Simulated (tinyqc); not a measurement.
What each parameter does: donor near an oxide interface in a gate field (two-state model).

Interface at z = 0 (hard wall), donor at z = d, field F pulling electrons to the interface: potential e F z; 1 kV/cm = 1e-5 eV/angstrom, c = hbar^2/2m0, q = e^2/(4 pi eps0), Q = (eps - eo)/(eps + eo). Donor state: E_D = e F d - ED - q Q/(4 eps d), the last term joining the images of ion and electron. Interface state: z exp(-b z/2) exp(-rho^2/(2 L^2)) with E_z = c b^2/(4 mz) + 3 e F/b + q Q b/(8 eps), minimised over b; in the plane at z = 3/b the ion (distance D = d - 3/b) and its image (D' = d + 3/b) give E_rho = c/(mt L^2) - (q/eps)(sqrt(pi)/L)[erfcx(D/L) + Q erfcx(D'/L)], erfcx(x) = exp(x^2) erfc(x), minimised over L. E_I = E_z + E_rho.

The two states couple by t = t0 exp(-D/aD) with t0 = q/(eps aD) (2 aD/L) sqrt(aD b/2) v, v a valley factor; this form is an estimate. With detuning u = E_D - E_I the splitting is sqrt(u^2 + 4 t^2) and the lower state has weight (1 - u/sqrt(u^2 + 4 t^2))/2 on the donor.

Constants: hbar^2/2m0 = 3.80998211 eV angstrom^2; e^2/(4 pi eps0) = 14.39964547 eV angstrom.

Parameters, chosen for this exercise (near those of a donor in Si below SiO2, static dielectric constants; the results hold for these values, not for the real material):
- d = 160 angstrom (depth of the donor)
- ED = 54.5 meV (bulk binding energy)
- mz = 0.908 m0 (mass across the interface)
- mt = 0.191 m0 (mass in the plane)
- eps = 11.2 (dielectric constant of the semiconductor)
- eo = 3.9 (dielectric constant of the oxide)
- aD = 21.4 angstrom (donor radius)
- v = 0.6 (valley factor)

Critical field (E_D = E_I), and t and L there. Each row changes one parameter from the base and keeps the others.

Results:
```
case,critical field (kV/cm),t (meV),L (angstrom)
base,48.1,0.0440,110.5
d = 150 angstrom,52.0,0.0708,105.5
ED = 60.5 meV,53.1,0.0417,111.0
aD = 23.5 angstrom,48.1,0.0764,110.5
mz = 0.772 m0,49.0,0.0463,109.9
mt = 0.22 m0,47.9,0.0464,104.9
eo = 5.8,46.9,0.0410,113.4
eps = 11.9,48.5,0.0403,112.7
```

The largest shifts from the base row, up to three for each result and ties (the steps differ in size, so this ranks the rows, not the parameters). critical field (kV/cm): ED +5.0, d +3.9, eo -1.2; unchanged at the printed digits by aD. t (meV): aD +0.0325, d +0.0268, eps -0.00365. L (angstrom): mt -5.6, d -4.9, eo +2.9; unchanged at the printed digits by aD.

Computed by tinyqc, a small Python program: `OMP_NUM_THREADS=1 python tinyqc.py 1281346 1281347 out.jsonl` (the numbers bound the seed that draws the inputs); one thread of a shared host (Intel(R) Xeon(R) Processor @ 2.30GHz), about 0.1 s for the whole set of steps.
